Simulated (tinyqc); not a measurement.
## Phonon and roughness prefactors from two fields

Inverse problem. At 300 K and high field 1/mu = E^(1/3)/Ap + E^gs/As, E in MV/cm. Find Ap and As.

Values chosen for this exercise: exponent of the roughness term gs = 2.

mu at E = 0.49 and 1.28 MV/cm (cm^2/(V s)): [465.84918, 235.23024]

Solution. Two linear equations in 1/Ap and 1/As.

Ap = 413.0 cm^2/(V s)
As = 1010 cm^2/(V s)

Program tinyqc, `OMP_NUM_THREADS=1 python tinyqc.py 2510036 2510037 out.jsonl`; Intel Xeon 2.30GHz, shared host, one thread, about 0.01 s.
